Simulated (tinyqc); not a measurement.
What each parameter does: strain-driven crossing of the Gamma and L valleys in a germanium-like crystal alloyed with tin.

Biaxial loads: e0 is the in-plane strain e_par and the normal is free. (001): e_perp = -2 (C12/C11) e_par; exx = eyy = e_par, ezz = e_perp, no shear. (111): e_perp = -(2 C11 + 4 C12 - 4 C44)/(C11 + 2 C12 + 4 C44) e_par; exx = eyy = ezz = (2 e_par + e_perp)/3 and exy = eyz = ezx = (e_perp - e_par)/3. (110): e_perp = -(C11 + 3 C12 - 2 C44)/(C11 + C12 + 2 C44) e_par; exx = eyy = (e_par + e_perp)/2, ezz = e_par, exy = (e_perp - e_par)/2, eyz = ezx = 0. Uniaxial loads: a stress along n, scaled so that n.e.n = e0, with exx = s11 sxx + s12 (syy + szz), exy = s44 sxy/2, s11 = (C11 + C12)/((C11 - C12)(C11 + 2 C12)), s12 = -C12/((C11 - C12)(C11 + 2 C12)), s44 = 1/C44.

Edges from the unstrained valence top: Gamma at Eg + ac tr(e); an L valley with unit axis u at EgL + aL tr(e) + XuL (u.e.u - tr(e)/3), u along [111], [1-1-1], [-11-1], [-1-11]; valence edges are the levels of the 6 x 6 matrix of X, Y, Z times spin with -Dso/3 + l exx + m (eyy + ezz) on the diagonal (cyclic), n exy off it, l = av + 2 b, m = av - b, n = sqrt(3) d. Spin-orbit term (Dso/3) L.sigma on X, Y, Z with (L_k)_ij = -i epsilon_kij: <X+|H|Y+> = -i Dso/3, <X+|H|Z-> = Dso/3, <Y+|H|Z-> = -i Dso/3, <Z+|H|X-> = -Dso/3, <Z+|H|Y-> = i Dso/3, <X-|H|Y-> = i Dso/3, and their conjugates; + and - are the spin along z.

With tin the unstrained gaps become E(y) = (1 - y) E + y EgS - CS y (1 - y); all other values are kept.

Values chosen for the exercise (near those of Ge, gaps at low temperature; shifted at random, so the results belong to these values and not to a real crystal): Eg = 0.896 eV (gap at Gamma to the s-like level); EgL = 0.745 eV (gap to L); Dso = 0.288 eV (spin-orbit splitting); ac = -8.39 eV (conduction deformation potential); av = 1.24 eV (valence hydrostatic potential); b = -2.53 eV (tetragonal shear potential); d = -5.36 eV (trigonal shear potential); aL = -1.64 eV (hydrostatic potential of the L edge, Xd + Xu/3); XuL = 15.66 eV (uniaxial potential, L); y = 0.03 (tin fraction); EgS = (-0.415, 0.098) eV (Gamma and L gaps of the tin end); CS = (2.48, 0.89) eV (bowing of the Gamma and L gaps); C11 = 127.3 GPa; C12 = 48.7 GPa; C44 = 65.5 GPa; load = biaxial (001) (kind of strain); e0 = 0.0071 (size of the strain).

Direct gap, Gamma minus the lowest L edge and the valence splitting.

Results for these values:
```
case  direct gap (eV)  Gamma - L (meV)  valence splitting (meV)
base           0.6622             25.6                     69.6
```

What happens to each result for aL = -1.886 eV, all else kept?

Answer: direct gap does not change at the printed digits; Gamma - L rises from 25.6 to 27.8; valence splitting does not change at the printed digits.

The same for each parameter in turn:
```
case              direct gap (eV)  Gamma - L (meV)  valence splitting (meV)
base                       0.6622             25.6                     69.6
e0 = 0.00604               0.6811             34.5                     58.5
XuL = 18.009 eV            0.6622             25.6                     69.6
d = -6.164 eV              0.6622             25.6                     69.6
C44 = 75.325 GPa           0.6622             25.6                     69.6
aL = -1.886 eV             0.6622             27.8                     69.6
ac = -7.1315 eV            0.6732             36.7                     69.6
b = -2.1505 eV             0.6686             25.6                     58.4
```

tinyqc: `OMP_NUM_THREADS=1 python tinyqc.py 1081588 1081589 out.jsonl`; about 0.01 s, one thread, shared Intel(R) Xeon(R) Processor @ 2.30GHz.
